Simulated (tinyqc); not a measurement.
Effective-mass impurity with a central-cell term, in a basis of Slater functions: one step, computed by the program tinyqc.

The envelope obeys H = -nabla^2 - (2/r) [Z + A exp(-kappa r)] in effective units, with kappa = a*/lambda; positive A deepens the well near the core.

Question. Matrices over the s basis. zeta_i = zeta_1 beta^(i-1), i = 1..n. For s functions exp(-zeta r), with s = zeta_i + zeta_j: S = 2/s^3, T = zeta_i zeta_j S, V = -2 Z/s^2, W = -2 A/(s + kappa)^2; each function is normalised by dividing by sqrt(S_ii S_jj).

Inputs (values chosen for the exercise, for a model semiconductor): charge Z of the core = 1; central-cell strength A = -5.6; basis size n = 5; smallest exponent zeta_1 = 0.31 1/a*; ratio beta of exponents = 2.1.

Impurity: donor, one isotropic band.

kappa = 19.15599 1/a*

Give: exponents; overlap S; kinetic T; Coulomb V; central cell W.

Answer.

exponents (1/a*): [0.31, 0.651, 1.3671, 2.87091, 6.028911]

overlap S:
```
[[1.0000, 0.8172, 0.4679, 0.2087, 0.0803],
 [0.8172, 1.0000, 0.8172, 0.4679, 0.2087],
 [0.4679, 0.8172, 1.0000, 0.8172, 0.4679],
 [0.2087, 0.4679, 0.8172, 1.0000, 0.8172],
 [0.0803, 0.2087, 0.4679, 0.8172, 1.0000]]
```

kinetic T (Ry*):
```
[[0.0961, 0.16492, 0.19830, 0.18573, 0.14998],
 [0.16492, 0.423801, 0.72730, 0.87449, 0.81908],
 [0.19830, 0.72730, 1.8690, 3.2074, 3.8565],
 [0.18573, 0.87449, 3.2074, 8.2421, 14.145],
 [0.14998, 0.81908, 3.8565, 14.145, 36.348]]
```

Coulomb V (Ry*):
```
[[-0.62, -0.78534, -0.78472, -0.66383, -0.50870],
 [-0.78534, -1.302, -1.6492, -1.6479, -1.3941],
 [-0.78472, -1.6492, -2.7342, -3.4633, -3.4606],
 [-0.66383, -1.6479, -3.4633, -5.74182, -7.2730],
 [-0.50870, -1.3941, -3.4606, -7.2730, -12.058]]
```

central cell W (Ry*):
```
[[0.0034126, 0.010036, 0.028478, 0.075388, 0.17611],
 [0.010036, 0.029532, 0.083896, 0.22257, 0.52187],
 [0.028478, 0.083896, 0.23888, 0.63650, 1.5036],
 [0.075388, 0.22257, 0.63650, 1.7101, 4.0985],
 [0.17611, 0.52187, 1.5036, 4.0985, 10.076]]
```
